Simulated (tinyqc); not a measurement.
Worked calculation: dielectric confinement in a thin film (image charges). Values are carried at full precision from step to step, so a last printed digit may differ when a step is redone from the rounded ones.

A film |z| < t/2 of dielectric constant eps between half-spaces of dielectric constant e2; lam = (eps - e2)/(eps + e2), q = e^2/(4 pi eps0). The self-energy of a band edge is taken with the high-frequency value, e2 = eh, and the field of a fixed ion with the static one, e2 = eo. A charge at z has images lam^|n| at n t + (-1)^n z. Its self-energy is S(z) = (q/2 eps) sum over n >= 1 of lam^n [1/(n t - 2z) + 1/(n t + 2z)] for odd n and 2 lam^n/(n t) for even n; at the centre S(0) = -(q/(eps t)) ln(1 - lam).

Constants: e^2/(4 pi eps0) = 14.39964547 eV angstrom; hbar^2/2m0 = 3.80998211 eV angstrom^2; Ry = 13.60569312 eV.

Values chosen for the exercise (near those of a Si (100) film, two-fold valleys, between layers of SiO2; shifted at random, so the results belong to these values and not to a real crystal): t = 44 angstrom (film thickness); eps = 11.4 (dielectric constant of the film); eh = 2.1 (high-frequency dielectric constant outside); mz = 0.892 m0 (mass across the film); eo = 3.9 (static dielectric constant outside); m = 0.196 m0 (mass in the plane).

## Images for a charge at the centre

Give lam, the first five terms (q/eps) lam^n/(n t), their sum and the closed form.

lam = 0.6889

terms (meV): [19.78, 6.81, 3.13, 1.62, 0.89]

sum of five = 32.22 meV
S(0) = 33.52 meV

The surroundings screen less than the film, so the images repel and each band edge moves outwards: the gap changes by about 2 S = +67 meV. The static value 3.9 would give S(0) = +19.3 meV.

## Self-energy across the film

S at 2z/t = 0, 0.2, 0.4, 0.6, 0.8 and 0.9, summed to n = 399.

Self-energy:
```
2z/t  z (angstrom)  S (meV)
0.0            0.0    33.52
0.2            4.4    34.36
0.4            8.8    37.35
0.6           13.2    44.79
0.8           17.6    68.94
0.9           19.8   118.17
```

Towards the wall S diverges as (q lam/4 eps)/(distance), an artefact of the abrupt interface that the vanishing envelope makes harmless.

## Shift of the subband edge

First order: <S> over the envelope (2/t) cos^2(pi z/t), beside the confinement energy c (pi/t)^2/mz, c = hbar^2/2m0.

<S> = 37.90 meV
confinement energy = 21.77 meV

|<S>| is 1.74 times the confinement energy; the first goes as 1/t and the second as 1/t^2, so they are equal at t = 25 angstrom.

## Binding of a donor

Donor at the centre, lam from the static eo, trial function cos(pi z/t) exp(-rho/l): E(l) = c/(m l^2) - (q/eps) times the integral over k of F(k t) (1 + (k l/2)^2)^(-3/2), with F(x) = F0 + 2 lam exp(-x) G/(1 - lam exp(-x)), F0 = 2[(1 - exp(-x/2))/x + x (1 + exp(-x/2))/(x^2 + 4 pi^2)], G = 2 sinh(x/2)[1/x - x/(x^2 + 4 pi^2)]; c = hbar^2/2m0. The binding energy is -E at the minimum, counted from the subband edge with its self-energy.

Minimise over l with and without images (lam = 0); Ry* = Ry m/eps^2.

Donor:
```
case         l (angstrom)  binding (meV)  in Ry*
no images            27.4           41.8    2.04
with images          25.3           76.4    3.72
```

Ry* = 20.52 meV

The images change the binding by +34.6 meV, against -2 (q/(eps t)) ln(1 - lam) = +38.7 meV for an orbit much smaller than t. At 300 K the binding is 3.0 kB T, which hinders ionisation.

## Checks

- S(0) from the series against the closed form, meV: both 33.52.
- F(2.3) for lam = 0.6889 from a direct sum over images against the closed form: both 0.8912.

(tinyqc, `OMP_NUM_THREADS=1 python tinyqc.py 1281049 1281050 out.jsonl`, Intel(R) Xeon(R) Processor @ 2.30GHz, 1 thread, shared host, about 0.05 s.)
